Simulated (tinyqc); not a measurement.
Worked calculation: LCCD on RHF in the 6-31g basis, for H3+, spin multiplicity 1. One step of it, computed by the program tinyqc.

Question. LCCD: starting amplitudes. t_ij^ab = <ij||ab> / (e_i + e_j - e_a - e_b), whose energy is MP2.

orbital energies (hartree): [-0.974572, -0.278790, -0.244751, 0.628698, 0.639706, 0.668725]

Two-electron integrals over orbitals (pq|rs), unique and non-zero (hartree):
```
(11|11) 0.515155    (21|11) -0.009487   (21|21) 0.110096    (22|11) 0.435411
(22|21) 0.062441    (22|22) 0.448826    (31|11) 0.000060    (31|21) 1.33e-06
(31|22) -0.000364   (31|31) 0.106221    (32|11) 2.38e-06    (32|21) -0.000402
(32|22) -0.000042   (32|31) -0.056724   (32|32) 0.040650    (33|11) 0.435298
(33|21) -0.062170   (33|22) 0.347756    (33|31) 0.000366    (33|32) 0.000041
(33|33) 0.435419    (41|11) 0.078557    (41|21) -0.038863   (41|22) 0.029997
(41|31) 0.000056    (41|32) 0.000119    (41|33) 0.071950    (41|41) 0.062458
(42|11) -0.072249   (42|21) -0.002717   (42|22) -0.049263   (42|31) 0.000115
(42|32) -0.000064   (42|33) -0.048493   (42|41) -0.036646   (42|42) 0.033724
(43|11) 0.000094    (43|21) 0.000119    (43|22) -0.000020   (43|31) 0.036631
(43|32) -0.020047   (43|33) 0.000122    (43|41) 0.000005    (43|42) 0.000093
(43|43) 0.053040    (44|11) 0.446751    (44|21) -0.077965   (44|22) 0.348820
(44|31) 0.000029    (44|32) 0.000273    (44|33) 0.427972    (44|41) 0.091147
(44|42) -0.055215   (44|43) -0.000038   (44|44) 0.466332    (51|11) -0.053216
(51|21) -0.045084   (51|22) -0.070005   (51|31) -0.000029   (51|32) 0.000195
(51|33) -0.010579   (51|41) 0.003271    (51|42) 0.013819    (51|43) -0.000138
(51|44) -0.013172   (51|51) 0.058088    (52|11) -0.087798   (52|21) -0.048727
(52|22) -0.093077   (52|31) 0.000198    (52|32) 0.000076    (52|33) -0.035443
(52|41) -0.000555   (52|42) 0.022425    (52|43) 0.000023    (52|44) -0.035866
(52|51) 0.073256    (52|52) 0.101399    (53|11) -0.000044   (53|21) 0.000204
(53|22) 0.000051    (53|31) 0.015141    (53|32) -0.004329   (53|33) -0.000088
(53|41) -0.000138   (53|42) 0.000047    (53|43) 0.000051    (53|44) -0.000176
(53|51) -0.000142   (53|52) -0.000161   (53|53) 0.006393    (54|11) 0.009990
(54|21) 0.012376    (54|22) 0.018659    (54|31) -0.000265   (54|32) 0.000098
(54|33) -0.001299   (54|41) 0.000047    (54|42) -0.002192   (54|43) -0.000117
(54|44) 0.000036    (54|51) -0.015134   (54|52) -0.016277   (54|53) 3.05e-06
(54|54) 0.005964    (55|11) 0.439914    (55|21) 0.147465    (55|22) 0.493253
(55|31) -0.000251   (55|32) -0.000418   (55|33) 0.304728    (55|41) 0.003681
(55|42) -0.058798   (55|43) 0.000106    (55|44) 0.294689    (55|51) -0.130230
(55|52) -0.167365   (55|53) 0.000286    (55|54) 0.032939    (55|55) 0.661987
(61|11) 0.000027    (61|21) -0.000016   (61|22) 0.000283    (61|31) -0.062387
(61|32) 0.037366    (61|33) -0.000185   (61|41) -0.000020   (61|42) -0.000152
(61|43) -0.056272   (61|44) 0.000066    (61|51) 0.000018    (61|52) -0.000227
(61|53) -0.002455   (61|54) 0.000213    (61|55) 0.000260    (61|61) 0.070071
(62|11) -0.000027   (62|21) 0.000301    (62|22) 0.000011    (62|31) 0.041184
(62|32) -0.019882   (62|33) -0.000041   (62|41) -0.000159   (62|42) 0.000127
(62|43) 0.034232    (62|44) -0.000249   (62|51) -0.000229   (62|52) -0.000131
(62|53) 0.004532    (62|54) -0.000079   (62|55) 0.000339    (62|61) -0.040895
(62|62) 0.028825    (63|11) -0.118692   (63|21) 0.042494    (63|22) -0.060729
(63|31) -0.000231   (63|32) -0.000029   (63|33) -0.096607   (63|41) -0.071860
(63|42) 0.045322    (63|43) -0.000136   (63|44) -0.125603   (63|51) 0.006505
(63|52) 0.014788    (63|53) 0.000131    (63|54) -0.002274   (63|55) -0.034182
(63|61) 0.000162    (63|62) 0.000069    (63|63) 0.095226    (64|11) -0.000047
(64|21) -0.000309   (64|22) 0.000266    (64|31) -0.124795   (64|32) 0.072104
(64|33) -0.000271   (64|41) 0.000060    (64|42) -0.000187   (64|43) -0.062509
(64|44) 0.000217    (64|51) 0.000216    (64|52) -0.000094   (64|53) -0.013960
(64|54) 0.000327    (64|55) -0.000125   (64|61) 0.094135    (64|62) -0.058171
(64|63) 0.000175    (64|64) 0.176247    (65|11) 0.000041    (65|21) -0.000449
(65|22) -0.000300   (65|31) 0.008382    (65|32) -0.001350   (65|33) 0.000293
(65|41) 0.000218    (65|42) -0.000025   (65|43) -0.001893   (65|44) 0.000360
(65|51) 0.000256    (65|52) 0.000297    (65|53) 0.004506    (65|54) -0.000087
(65|55) -0.000737   (65|61) 0.000781    (65|62) 0.002799    (65|63) -0.000227
(65|64) -0.007918   (65|65) 0.004211    (66|11) 0.472099    (66|21) -0.080852
(66|22) 0.360652    (66|31) 0.000295    (66|32) 0.000145    (66|33) 0.454504
(66|41) 0.115332    (66|42) -0.074664   (66|43) 0.000146    (66|44) 0.486339
(66|51) -0.012553   (66|52) -0.037298   (66|53) -0.000199   (66|54) -0.000631
(66|55) 0.306797    (66|61) -0.000177   (66|62) -0.000154   (66|63) -0.146553
(66|64) -0.000151   (66|65) 0.000418    (66|66) 0.527262
```

Give: Starting amplitudes; correlation energy.

Answer.

Starting amplitudes (spin orbitals 1a, 1b, ...; amplitudes related by a flip of all spins are not repeated):
```
from      to          t
1a 1b  2a 2b     -0.079
1a 1b  3a 3b     -0.073
1a 1b  3a 6b      0.026
1a 1b  6a 6b     -0.021
1a 1b  2a 5b      0.020
1a 1b  4a 4b     -0.019
1a 1b  5a 5b     -0.018
1a 1b  2a 4b      0.017
1a 1b  4a 5b  -1.02e-03
1a 1b  3a 4b  -2.39e-05
1a 1b  3a 5b   1.24e-05
1a 1b  2a 6b   6.65e-06
1a 1b  4a 6b   6.22e-06
1a 1b  5a 6b  -5.48e-06
1a 1b  2a 3b  -9.31e-07
```

correlation energy = -0.02656 hartree
